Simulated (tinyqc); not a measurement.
## Ballistic Schottky-barrier transistor with a two-dimensional channel, WKB contacts: barrier height from the temperature dependence

Source Fermi level 0, drain Fermi level -Vd. Far from the contacts Ec = pn - psi, and the gate moves psi one to one; the band edges relax as exp(-x/lam) from pn at the source and pn - Vd at the drain; Ev = Ec - Eg. A carrier of energy w inside the channel band meets at a contact a barrier of height D (the contact edge beyond the channel edge): T = 1 for w >= D, else exp(-S), S = 4 lam sqrt(m/C) [sqrt(D - w) - sqrt(w) arctan sqrt((D - w)/w)], C = hbar^2/(2 m0). The two contacts combine as Ts Td/(Ts + Td - Ts Td).

I/W = g (2 q^2/h) int T(w) [N(Es + w) - N(Ed + w)] dw with w the energy of motion along the channel, N(y) = (1/2 pi) sqrt(pi m kB T/C) Fm(-y/kB T), Fm(x) = (1/sqrt(pi)) int_0^infinity u^(-1/2)/(1 + exp(u - x)) du. Electrons: Ds = psi, Dd = psi - Vd, Es = Ec, Ed = Ec + Vd. Holes: Ds = -psi, Dd = Vd - psi, Es = -Ev, Ed = -Ev - Vd. The size of each current is taken; both flow from drain to source and add. The integrals are converged. The apparent barrier is -d ln(I_e/T^1.5)/d(q/kB T), taken between T - 10 K and T + 10 K for the electron current.

Parameters, values chosen for the exercise; channel values close to those of a black phosphorus layer: temperature T = 300 K; barrier for electrons at both contacts pn = 0.33 eV; electron mass mn = 0.16 m0; valleys or subbands g = 1; screening length at the contacts lam = 1.2 nm; drain bias Vd = 0.5 V.

Constants: q = 1.602176634e-19 C, kB = 1.380649e-23 J/K, hbar = 1.054571817e-34 J s, h = 6.62607015e-34 J s, m0 = 9.1093837015e-31 kg, Vt = kB T/q, hbar^2/(2 m0) = 0.0380998212 eV nm^2. Results are converted to the units shown.

Barrier height from the temperature dependence:

| ps (V) | electrons (uA/um) | Ec (eV) | apparent barrier (eV) |
|---|---|---|---|
| -0.25 | 3.36e-8 | 0.580 | 0.580 |
| -0.18 | 5.04e-7 | 0.510 | 0.510 |
| -0.11 | 7.56e-6 | 0.440 | 0.440 |
| -0.04 | 1.13e-4 | 0.370 | 0.370 |
| 0 | 5.32e-4 | 0.330 | 0.330 |
| 0.1 | 0.00868 | 0.230 | 0.248 |
| 0.17 | 0.0624 | 0.160 | 0.184 |
| 0.24 | 0.486 | 0.090 | 0.118 |
| 0.31 | 3.81 | 0.020 | 0.050 |
| 0.38 | 21.8 | -0.050 | -0.001 |
| 0.45 | 71.5 | -0.120 | -0.021 |

What does the comparison show?

For psi < 0 the channel edge is the highest point, and the apparent barrier follows Ec one to one (0.580 eV against 0.580). At flat band it is 0.330 eV (psi = 0 V), near pn = 0.33 eV. Beyond, the top stays at pn but tunnelling lowers the apparent value to -0.0207 eV in the last row, so only the point where the line bends gives the true barrier.

Range of the model: No scattering, image-force lowering, channel charge or band-to-band tunnelling; parabolic kappa overstates S deep in the gap.

Program tinyqc, `OMP_NUM_THREADS=1 python tinyqc.py 2390131 2390132 out.jsonl`; Intel Xeon 2.30GHz, shared host, one thread, about 0.6 s.
